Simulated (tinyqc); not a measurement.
Stress in a transistor channel from embedded alloy regions, liners and fins, by half-space elasticity: one step, computed by the program tinyqc.

Plane strain in an isotropic half-space, the same constants everywhere; x along the channel from its centre, y downwards from the free surface; stress is positive in tension.

Question. Closed form at the surface. At x = y = 0 the integral is s_xx = -(4/pi) [E e/(1 - nu)] [arctan(2 d/L) - arctan(d/(L/2 + S))].

Inputs (values chosen for the exercise, modelled on silicon):
```
quantity                   value  unit
Young's modulus E            160   GPa
Poisson ratio nu            0.22     -
channel length L              22    nm
length of each stressor S     60    nm
recess depth d                40    nm
```

Stressor: Si(1-x)C(x) source and drain.

misfit e = -0.005496

Give: s_xx at the surface.

Answer.

s_xx at the surface = 1133 MPa

For fixed L and S it is largest at d = sqrt((L/2)(L/2 + S)) = 27.9 nm; d is beyond that.
